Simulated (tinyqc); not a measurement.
Inside a calculation. Method: coherent transport through a tight-binding region between two chains. Computed by tinyqc, a small Python program that keeps every step. Settings: temperature = 300, mu = 0.31. Command: `OMP_NUM_THREADS=1 python tinyqc.py 28948 28949 out.jsonl` (the two numbers bound the seeds that draw the settings). One thread of a shared host (Intel(R) Xeon(R) Processor @ 2.60GHz), about 0.07 s of CPU time with the checks.

## Transmission at E = 0.74 eV

H of the central region (eV):
$$\begin{pmatrix}
0.000000 & -1.520000 & 0.000000 \\
-1.520000 & 1.010000 & -1.470000 \\
0.000000 & -1.470000 & 0.000000
\end{pmatrix}$$

Leads: semi-infinite chains with site energy 0:
```
parameter                           value
lead hopping t (eV)              2.160000
coupling to the left lead (eV)   1.380000
coupling to the right lead (eV)  0.270000
left contact site                       1
right contact site                      3
```

E = 0.740000 eV

Surface Green function g = (E - i sqrt(4 t^2 - E^2)) / (2 t^2); self-energy tc^2 g on each contact site; G = (E - H - Sigma)^(-1); Gamma = -2 Im Sigma; T = Gamma_L Gamma_R |G_LR|^2; local density of states -Im G_ii / pi.

g = 0.079304-0.456120i 1/eV

G (1/eV):
$$\begin{pmatrix}
0.519420-0.356751i & 0.252756-0.158598i & -0.490663+0.339755i \\
0.252756-0.158598i & -0.188573-0.082988i & 0.384283+0.148750i \\
-0.490663+0.339755i & 0.384283+0.148750i & 0.577935-0.323990i
\end{pmatrix}$$

local density of states (1/eV): [0.113557, 0.026416, 0.103129]

transmission = 0.041151

## Transmission across the band

The same steps on a grid of energies.

T(E):
```
E (eV)              T
-4.10400000  0.000022
-3.69360000  0.000120
-3.28320000  0.000424
-2.87280000  0.001477
-2.46240000  0.006013
-2.05200000  0.032809
-1.64160000  0.119697
-1.23120000  0.097346
-0.82080000  0.095377
-0.41040000  0.135246
0.00000000   0.151057
0.41040000   0.076102
0.82080000   0.036191
1.23120000   0.022116
1.64160000   0.017782
2.05200000   0.020035
2.46240000   0.041064
2.87280000   0.068411
3.28320000   0.005304
3.69360000   0.000758
4.10400000   0.000094
```

levels of the isolated region (eV): [-1.669011, 0.000000, 2.679011]

## Current

I = (2e/h) int T(E) [f(E - mu - V/2) - f(E - mu + V/2)] dE at 300 K with mu = 0.31 eV, the bias not changing H; 2e^2/h = 77.48092 microsiemens; the integral runs over the band on 4001 points.

Current:
```
V (volt)  I (microampere)
0.010000         0.072345
0.050000         0.361825
0.100000         0.724277
0.200000         1.453435
0.400000         2.941581
0.800000         6.040244
```
